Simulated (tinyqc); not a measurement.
Where in the gap a trap does harm: carrier lifetime from Shockley-Read-Hall, radiative, Auger and surface recombination. Computed by tinyqc, a small Python program. Command: `OMP_NUM_THREADS=1 python tinyqc.py 3008172 3008173 out.jsonl lifetime walk`. One thread of a shared host (Intel(R) Xeon(R) Processor @ 2.30GHz), about 0.01 s of CPU time with the checks.

Energies are counted from the top of the valence band. Boltzmann statistics, full ionisation, and equal excess densities of electrons and holes.

Inputs (values chosen for the exercise, with bands modelled on GaAs):

| quantity | value | unit |
|---|---|---|
| gap E_g | 1.4 | eV |
| electron mass m_e | 0.0668 | m_0 |
| valleys M_c | 1 | - |
| hole mass m_h | 0.535 | m_0 |
| temperature T | 250 | K |
| doping N | 5.7e+15 | cm^-3 |
| trap level E_t | 0.228 | eV |
| trap density N_t | 2.7e+14 | cm^-3 |
| electron cross-section sigma_n | 3.2e-17 | cm^2 |
| hole cross-section sigma_p | 5.8e-14 | cm^2 |

Doping: p-type. Surface term: none.

Constants: m_0 = 9.1093837015e-31 kg; k_B = 1.380649e-23 J/K; h = 6.62607015e-34 J s; k_B = 8.617333262e-05 eV/K.

Method:
- N_c = 2 M_c (2 pi m_e k_B T/h^2)^(3/2) and N_v = 2 (2 pi m_h k_B T/h^2)^(3/2), masses in units of m_0.
- n_i = sqrt(N_c N_v) exp(-E_g/2 k_B T); majority density N/2 + sqrt(N^2/4 + n_i^2), minority density n_i^2 over it.
- v = sqrt(3 k_B T/m) with m_e or m_h; tau_n0 = 1/(sigma_n v_n N_t), tau_p0 = 1/(sigma_p v_p N_t); n1 = N_c exp(-(E_g - E_t)/k_B T), p1 = N_v exp(-E_t/k_B T).
- Low injection: tau = [tau_p0 (n_0 + n1) + tau_n0 (p_0 + p1)]/(n_0 + p_0). Depleted region (n = p = 0): generation lifetime tau_g = (tau_p0 n1 + tau_n0 p1)/n_i. n1 = N_c exp(-(E_g - E_t)/k_B T), p1 = N_v exp(-E_t/k_B T).

tau_p0 = 4.38084e-09 s

n_0 = 2.58621e-08 cm^-3

N_c = 3.29583e+17 cm^-3

tau_n0 = 2.80574e-06 s

p_0 = 5.70e+15 cm^-3

N_v = 7.47018e+18 cm^-3

n_i = 12141.4 cm^-3

The same trap at other energies:

| E_t (eV) | SRH lifetime (s) | generation lifetime (s) |
|---|---|---|
| 0.084 | 7.7302e-05 | 3.4974e+07 |
| 0.210 | 3.0206e-06 | 1.0085e+05 |
| 0.350 | 2.8061e-06 | 1.5185e+02 |
| 0.490 | 2.8057e-06 | 2.2864e-01 |
| 0.630 | 2.8057e-06 | 3.4424e-04 |
| 0.700 | 2.8057e-06 | 1.3359e-05 |
| 0.770 | 2.8057e-06 | 5.4203e-07 |
| 0.910 | 2.8057e-06 | 1.5751e-05 |
| 1.050 | 2.8057e-06 | 1.0461e-02 |
| 1.190 | 2.8058e-06 | 6.9477e+00 |
| 1.316 | 2.8109e-06 | 2.4093e+03 |

The SRH lifetime (other channels left aside) stays within 10 % of its least value, among these rows, from E_t = 0.21 to 1.316 eV. The generation lifetime has a sharp minimum, among these rows at 0.77 eV and exactly at 0.803 eV, where tau_p0 n1 = tau_n0 p1, since generation needs two thermal jumps and the larger one rules.

Extremes, crossings and ranges named in words are read from the listed rows.
